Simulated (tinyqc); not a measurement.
Penn model of the dielectric constant and Phillips ionicity: one step. Penn gap from the dielectric constant. Five cases, with inputs chosen for the exercise.

Question. Start with S = 1 and repeat Eg = Ep sqrt(S/(ei - 1)) until Eg changes by less than 1e-6 eV.

n = 32/a^3; Ep^2 = 8 pi c e2 n with c = hbar^2/2m0, e2 = e^2/(4 pi eps0); EF = c (3 pi^2 n)^(2/3); eps = 1 + (Ep/Eg)^2 S with S = 1 - Eg/(4 EF) + (Eg/(4 EF))^2/3, Eg the Penn gap. Core d shells are left out.

Case 1.

Values chosen (out of a larger set: near those of CdTe; not measured data): ei = 7.06 (high-frequency dielectric constant).

Ep = 12.68713 eV
EF = 8.70987 eV

Case 2.

Values chosen (out of a larger set: near those of GaAs; not measured data): ei = 11.06 (high-frequency dielectric constant).

Ep = 15.52117 eV
EF = 11.39619 eV

Case 3.

Values chosen (out of a larger set: near those of GaAs; not measured data): ei = 10.78 (high-frequency dielectric constant).

Ep = 15.67827 eV
EF = 11.55025 eV

Case 4.

Values chosen (out of a larger set: near those of InP; not measured data): ei = 9.84 (high-frequency dielectric constant).

Ep = 14.81902 eV
EF = 10.71404 eV

Case 5.

Values chosen (out of a larger set: near those of InP; not measured data): ei = 9.61 (high-frequency dielectric constant).

Ep = 14.87995 eV
EF = 10.77281 eV

Give: Iterations; Penn gap Eg.

Answer.

Case 1.

Iterations:
```
step  Eg in (eV)       S  Eg out (eV)
1         5.1538  0.8594       4.7777
2         4.7777  0.8691       4.8047
3         4.8047  0.8684       4.8028
4         4.8028  0.8685       4.8029
5         4.8029  0.8685       4.8029
6         4.8029  0.8685       4.8029
```

Penn gap Eg = 4.803 eV

The factor S lowers the gap by 0.351 eV from the first estimate. The Penn gap is a mean bonding-antibonding separation, near the main peak of eps2, not the smallest gap.

Case 2.

Iterations:
```
step  Eg in (eV)       S  Eg out (eV)
1         4.8936  0.8965       4.6334
2         4.6334  0.9018       4.6471
3         4.6471  0.9015       4.6464
4         4.6464  0.9015       4.6464
5         4.6464  0.9015       4.6464
6         4.6464  0.9015       4.6464
```

Penn gap Eg = 4.646 eV

The factor S lowers the gap by 0.247 eV from the first estimate. The Penn gap is a mean bonding-antibonding separation, near the main peak of eps2, not the smallest gap.

Case 3.

Iterations:
```
step  Eg in (eV)       S  Eg out (eV)
1         5.0134  0.8954       4.7440
2         4.7440  0.9008       4.7583
3         4.7583  0.9005       4.7575
4         4.7575  0.9006       4.7576
5         4.7576  0.9006       4.7576
6         4.7576  0.9006       4.7576
```

Penn gap Eg = 4.758 eV

The factor S lowers the gap by 0.256 eV from the first estimate. The Penn gap is a mean bonding-antibonding separation, near the main peak of eps2, not the smallest gap.

Case 4.

Iterations:
```
step  Eg in (eV)       S  Eg out (eV)
1         4.9842  0.8882       4.6973
2         4.6973  0.8944       4.7137
3         4.7137  0.8940       4.7127
4         4.7127  0.8941       4.7128
5         4.7128  0.8941       4.7128
6         4.7128  0.8941       4.7128
```

Penn gap Eg = 4.713 eV

The factor S lowers the gap by 0.271 eV from the first estimate. The Penn gap is a mean bonding-antibonding separation, near the main peak of eps2, not the smallest gap.

Case 5.

Iterations:
```
step  Eg in (eV)       S  Eg out (eV)
1         5.0711  0.8869       4.7758
2         4.7758  0.8933       4.7928
3         4.7928  0.8929       4.7918
4         4.7918  0.8929       4.7919
5         4.7919  0.8929       4.7919
6         4.7919  0.8929       4.7919
```

Penn gap Eg = 4.792 eV

The factor S lowers the gap by 0.279 eV from the first estimate. The Penn gap is a mean bonding-antibonding separation, near the main peak of eps2, not the smallest gap.

Computed by tinyqc, one run a case: `OMP_NUM_THREADS=1 python tinyqc.py N N+1 out.jsonl` with N = 1652273, 1652368, 1652477, 1652582, 1652604; one thread of a shared Intel(R) Xeon(R) Processor @ 2.30GHz, about 0.01 s a run at most.
